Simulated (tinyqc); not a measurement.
Biaxial strain splits the top of the valence band: sp3s* tight binding, strained.

sp3s* tight binding, nearest neighbours only: anion (a) at 0, cation (c) at a/4 (1,1,1), orbitals s, px, py, pz, s* on each; k in units of 2 pi/a. With phases e_j = exp(i (pi/2) k.n_j) for n = (1,1,1), (1,-1,-1), (-1,1,-1), (-1,-1,1): g0 = (e1+e2+e3+e4)/4, g1 = (e1+e2-e3-e4)/4, g2 = (e1-e2+e3-e4)/4, g3 = (e1-e2-e3+e4)/4. The diagonal holds the levels Esa, Epa, Exa (s*) and Esc, Epc, Exc. Anion-cation block: <sa|sc> = Vss g0; <sa|xc> = Vsapc g1; <xa|sc> = -Vscpa g1; <xa|xc> = Vxx g0; <xa|yc> = <ya|xc> = Vxy g3, <xa|zc> = <za|xc> = Vxy g2, <ya|zc> = <za|yc> = Vxy g1; <s*a|xc> = Vxapc g1; <xa|s*c> = -Vpaxc g1; y and z take g2 and g3 in place of g1; s-s* and s*-s* vanish.

Strain e moves each bond vector to d = (1 + e) d0 (no internal displacement for the diagonal strains used here) and k is given in fractions of the strained reciprocal cell, so the phases stay. Two-centre values Vss_sigma = Vss/4, Vsp_sigma = sqrt3 V/4 for each s-p and s*-p pair, Vpp_sigma = (Vxx + 2 Vxy)/4, Vpp_pi = (Vxx - Vxy)/4 are scaled by (d0/d)^eta and combined with the new direction cosines; the levels on the diagonal stay.

Inputs chosen for the exercise (near a published set for InP, fitted to gaps, whose masses and valley positions are rough; not measured data): Esa = -8.487 eV (s level of the anion); Epa = 0.869 eV (p level of the anion); Esc = -1.473 eV (s level of the cation); Epc = 4.033 eV (p level of the cation); Exa = 8.205 eV (s* level of the anion); Exc = 7.035 eV (s* level of the cation); Vss = -5.38 eV (s-s); Vxx = 1.88 eV (px-px); Vxy = 4.222 eV (px-py); Vsapc = 2.231 eV (s anion, p cation); Vscpa = 5.596 eV (s cation, p anion); Vxapc = 3.48 eV (s* anion, p cation); Vpaxc = 4.451 eV (p anion, s* cation); eta = 2 (scaling exponent); D001 = 1.12 (ratio -ezz/exx).

No spin-orbit coupling; k = 0; exx = eyy = e, ezz = -D001 e. The four bonds keep equal lengths, and the sums over them give Vxx(e) for px and py and Vzz(e) for pz; each level is the lower root of [[Epa, V], [V, Epc]], and the s level the upper root of the s block. The shear potential b follows from E(x,y) - E(z) = 3 b (exx - ezz), taken as the slope between e = -0.005 and 0.005.

Couplings and levels at Gamma (eV):

| e | ezz | Vxx(e) | Vzz(e) | E(x,y) | E(z) | E(x,y) - E(z) (meV) | upper s level |
|---|---|---|---|---|---|---|---|
| -0.020 | 0.0224 | 1.7793 | 2.1459 | 0.0701 | -0.2150 | 285.2 | 1.4937 |
| -0.010 | 0.0112 | 1.8305 | 2.0117 | 0.0316 | -0.1082 | 139.8 | 1.4682 |
| -0.005 | 0.0056 | 1.8555 | 1.9455 | 0.0127 | -0.0565 | 69.2 | 1.4552 |
| 0.005 | -0.0056 | 1.9041 | 1.8151 | -0.0245 | 0.0432 | -67.7 | 1.4288 |
| 0.020 | -0.0224 | 1.9738 | 1.6247 | -0.0785 | 0.1833 | -261.8 | 1.3880 |

Give the missing row, e = 0.010, ezz = -0.0112.

Computed row:
```
e          ezz  Vxx(e)  Vzz(e)   E(x,y)    E(z)  E(x,y) - E(z) (meV)  upper s level
0.010  -0.0112  1.9278  1.7510  -0.0428  0.0912               -134.0         1.4154
```

b = -2.153 eV

Under tension in the plane (e > 0) the bonds tilt towards the plane, Vxx grows to 1.9278 and Vzz falls to 1.7510 eV at e = 0.01, and the pz state forms the top of the valence band, by 134.0 meV; under compression (e = -0.01) the px, py pair does, by 139.8 meV. The slope gives b = -2.15 eV, a rough value, since on-site strain terms are left out (measured values lie near -2 eV).

Run: tinyqc, `OMP_NUM_THREADS=1 python tinyqc.py 1481658 1481659 out.jsonl`; Intel(R) Xeon(R) Processor @ 2.30GHz, one thread, shared host; about 0.2 s of CPU time with all checks.
